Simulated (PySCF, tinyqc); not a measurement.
Inside a calculation. Method: MP2 on RHF in the sto-3g basis, frozen core, for Be, spin multiplicity 1. The lowest restricted solution is unstable here: a spin-polarised one lies 0.0012 hartree lower (PySCF). One step of it, computed by the program tinyqc.

Problem. Second-order Moller-Plesset energy. E2 = sum_ijab (ia|jb) [2 (ia|jb) - (ib|ja)] / (e_i + e_j - e_a - e_b) over occupied i, j and virtual a, b; the opposite-spin part is (ia|jb)^2 / denominator, the rest is same-spin, and SCS-MP2 scales them by 6/5 and 1/3.

orbital energies (hartree): MO1 -4.483992, MO2 -0.254038, MO3 0.221086, MO4 0.221086, MO5 0.221086

Two-electron integrals over orbitals (pq|rs), unique and non-zero (hartree); the lowest 1 orbital is frozen and left out:
```
p,q,r,s,(pq|rs)
2,2,2,2,0.404138
3,2,3,2,0.086809
3,3,2,2,0.409597
3,3,3,3,0.449859
4,2,4,2,0.086809
4,3,4,3,0.024249
4,4,2,2,0.409597
4,4,3,3,0.401360
4,4,4,4,0.449859
5,2,5,2,0.086809
5,3,5,3,0.024249
5,4,5,4,0.024249
5,5,2,2,0.409597
5,5,3,3,0.401360
5,5,4,4,0.401360
5,5,5,5,0.449859
```

Hartree-Fock energy = -14.35188048 hartree

Give: Terms; Pair energies; MP2 correlation energy; SCS-MP2 correlation energy; MP2 total energy.

Solution.

Terms:
```
i,j,a,b,(ia|jb),(ib|ja),denominator,term
2,2,3,3,0.087,0.087,-0.950,-0.008
2,2,4,4,0.087,0.087,-0.950,-0.008
2,2,5,5,0.087,0.087,-0.950,-0.008
```

Pair energies (hartree; pair i-j sums ij and ji):
```
pair,opposite spin,same spin
2-2,-0.024,0.000
```

MP2 correlation energy = -0.02379 hartree

SCS-MP2 correlation energy = -0.02855 hartree

MP2 total energy = -14.37567 hartree
